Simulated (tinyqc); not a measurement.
Force balance against energy balance: elastic strain and critical thickness of a cubic alloy layer A(1-x)B(x) on a thick substrate. Computed by tinyqc, a small Python program. Command: `OMP_NUM_THREADS=1 python tinyqc.py 3012007 3012008 out.jsonl misfit walk`. One thread of a shared host (Intel(R) Xeon(R) Processor @ 2.30GHz), about 0.01 s of CPU time with the checks.

Strain is positive in tension. The layer is coherent with the substrate unless said otherwise.

Inputs (values chosen for the exercise, modelled on GaAs(1-x)P(x) on GaAs):

| quantity | value | unit |
|---|---|---|
| fraction x of B | 0.18 | - |
| lattice constant a_A | 5.653 | angstrom |
| lattice constant a_B | 5.451 | angstrom |
| substrate lattice constant a_S | 5.653 | angstrom |

Growth plane: (001). Layer: uncapped. Misfit dislocation: 60-degree.

C11, C12, C44 of A (GPa): 119.7  54.55  59.31

C11, C12, C44 of B (GPa): 138.3  62.43  69.72

Method:
- a = (1 - x) a_A + x a_B, the same rule for each C_ij; misfit f = (a_S - a)/a, the in-plane strain of the coherent layer.
- Voigt averages: G = (C11 - C12 + 3 C44)/5, B = (C11 + 2 C12)/3, nu = (3 B - 2 G)/(2 (3 B + G)); b = a/sqrt(2). The 60-degree dislocation has cos alpha = 1/2, and cos lambda = 1/2 on (001).
- Matthews-Blakeslee: h_c = A [ln(h_c/b) + 1], A = b (1 - nu cos^2 alpha)/(8 pi |f| (1 + nu) cos lambda), the factor 8 pi being that of an uncapped layer.
- People-Bean: h_c = P ln(h_c/b), P = (1 - nu)/(1 + nu) b^2/(16 pi sqrt(2) a f^2). The misfit is scaled by 0.25, 0.4, 0.6, 1, 1.5, 2.2 at fixed a, b and nu; the upper root is taken, and rows with A < 1.3 b or P < 3 b, where the roots shrink to the core size or vanish, are left out.

misfit f = 0.00647362

prefactor A = 3.71573 nm

Poisson ratio nu = 0.236281

Burgers vector b = 0.397156 nm

free lattice constant a = 5.61664 angstrom

Critical thickness:

| \|f\| (%) | Matthews-Blakeslee (nm) | People-Bean (nm) | ratio |
|---|---|---|---|
| 0.1618 | 96.505 | 9382.9 | 97.227 |
| 0.2589 | 55.112 | 3283.0 | 59.569 |
| 0.3884 | 33.694 | 1310.6 | 38.896 |
| 0.6474 | 17.857 | 403.1 | 22.576 |
| 0.9710 | 10.617 | 154.3 | 14.536 |
| 1.4242 | 6.378 | 60.5 | 9.481 |

What does the comparison show, and why?

The exponents d ln h_c/d ln f are -1.19 and -2.23 between the first rows, steeper than the -1 and -2 of the prefactors because of the logarithm. The ratio falls from 97.2 to 9.48 as the misfit grows. Where People-Bean lies above, a layer between the lines is metastable: dislocations would lower the energy but have to be nucleated.
